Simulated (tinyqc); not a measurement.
# Undoped gate-all-around wire MOSFET, analytic charge model: what changes with what

An undoped round wire of radius R under an insulator shell and a surrounding gate; long channel, electrons only, n = ni exp((psi - V)/Vt) with V the quasi-Fermi potential (0 at the source, Vd at the drain), constant mobility, no quantisation. The radial Poisson equation gives n(r) = n(0)/(1 - (1 - b) r^2/R^2)^2 with b = Q0/(Q + Q0). Q is the electron charge per area of the wire surface.

Inputs (values chosen for the exercise); material values close to those of silicon:

| symbol | value | unit | meaning |
|---|---|---|---|
| T | 300 | K | temperature |
| Eg | 1.1 | eV | band gap |
| eps_r | 11.7 |  | relative permittivity of the semiconductor |
| Nc | 2.79e19 | cm^-3 | conduction-band density of states at T |
| Nv | 2.62e19 | cm^-3 | valence-band density of states at T |
| eox | 8.84 |  | relative permittivity of the gate insulator |
| tox | 5.4 | nm | insulator thickness |
| R | 3 | nm | wire radius |
| dphi | 0.07 | V | gate work function less that of the intrinsic body |
| mu | 300 | cm^2/(V s) | channel mobility |
| L | 1 | um | gate length |
| Vd | 0.5 | V | drain voltage |

Constants: q = 1.602176634e-19 C, kB = 1.380649e-23 J/K, Vt = kB T/q, eps0 = 8.8541878128e-14 F/cm where lengths are in cm. Results are converted to the units shown.

Each table varies one quantity; the others keep the values above.

## Output curve

ni = sqrt(Nc Nv) exp(-Eg/(2 Vt)), Eg in volts; Cox = eps0 eox/(R ln(1 + tox/R)); Q0 = 4 eps0 eps_r Vt/R; V0 = dphi + Vt ln[8 eps0 eps_r Vt/(q ni R^2)]. Q solves Vg - V0 - V = Q/Cox + Vt ln(Q/Q0) + Vt ln(1 + Q/Q0). I = mu (2 pi R/L)[2 Vt (Qs - Qd) + (Qs^2 - Qd^2)/(2 Cox) + Vt Q0 ln((Qd + Q0)/(Qs + Q0))], with Qs at V = 0 and Qd at V = Vd.

In this table Vg = 0.9 V.

Output curve:
```
Vd (V)  Qd (nC/cm^2)     Qd/Qs  I (uA)
0.06           514.3    0.8002  0.1962
0.11           410.7    0.6389  0.3269
0.16           311.2    0.4842  0.4288
0.21           217.8    0.3388  0.5034
0.27           118.2    0.1839  0.5600
0.32           53.32   0.08295  0.5837
0.37           15.20   0.02365  0.5927
0.42           2.750  0.004278  0.5948
0.47          0.4146  6.450e-4  0.5951
```

The current rises from 0.196 to 0.595 uA, while the charge at the drain end falls from 0.80 to 6.5e-4 of that at the source. The current first comes within 1 % of its last value at Vd = 0.37 V among the rows. Over the last rows Qd falls by a factor of e for each Vt of drain voltage: the drain end is in weak inversion. In every row the surface density at the source passes 0.3 Nc, where Boltzmann statistics fail. In every row the body is thin enough for quantum confinement, left out here, to raise the threshold.

## Effect of the gate work function less that of the intrinsic body

I = mu (2 pi R/L)[2 Vt (Qs - Qd) + (Qs^2 - Qd^2)/(2 Cox) + Vt Q0 ln((Qd + Q0)/(Qs + Q0))], with Qs at V = 0 and Qd at V = Vd.  I(low) is taken at Vg = 0.35 V, Qs and I(high) at Vg = 1.1 V.

Effect of the gate work function less that of the intrinsic body:
```
dphi (V)  V0 (V)  I(low) (nA)  Qs(high) (nC/cm^2)  I(high) (uA)
-0.08     0.4545       0.8690                1439         2.461
-0.03     0.5045       0.1313                1322         2.151
0.02      0.5545      0.01911                1206         1.847
0.07      0.6045     0.002766                1091         1.554
0.12      0.6545     3.998e-4               976.6         1.276
0.17      0.7045     5.780e-5               863.7         1.020
0.22      0.7545     8.356e-6               752.3        0.7922
```

Read the table: what changes, and by how much?

As dphi goes from -0.08 to 0.22 V, I(low) falls from 0.869 to 8.36e-6 nA and I(high) falls from 2.46 to 0.792 uA. V0 rises from 0.455 to 0.755 V. In every row the surface density at the source at the higher gate voltage passes 0.3 Nc, where Boltzmann statistics fail. In every row the body is thin enough for quantum confinement, left out here, to raise the threshold.

## Effect of the wire radius

Same model as above.

Effect of the wire radius:
```
R (nm)  V0 (V)  I(low) (nA)  Qs(high) (nC/cm^2)  I(high) (uA)
1       0.6613     3.073e-4                1696        0.7553
1.4     0.6439     6.024e-4                1457        0.9288
2       0.6255     0.001229                1260         1.172
2.7     0.6100     0.002240                1130         1.442
3.8     0.5923     0.004437                1014         1.850
5.4     0.5741     0.008959               922.9         2.426
7.5     0.5571      0.01728               858.5         3.169
```

As R goes from 1 to 7.5 nm, I(low) rises from 3.07e-4 to 0.0173 nA and I(high) rises from 0.755 to 3.17 uA. On average I(low) goes as R^(2.00) and I(high) goes as R^(0.71). Below threshold the charge is proportional to the cross-section of the body; above it the insulator sets the charge. In every row the surface density at the source at the higher gate voltage passes 0.3 Nc, where Boltzmann statistics fail. For R = 1 to 5.4 nm the body is thin enough for quantum confinement, left out here, to raise the threshold.

Program tinyqc, `OMP_NUM_THREADS=1 python tinyqc.py 2460026 2460027 out.jsonl`; Intel Xeon 2.30GHz, shared host, one thread, about 0.02 s.
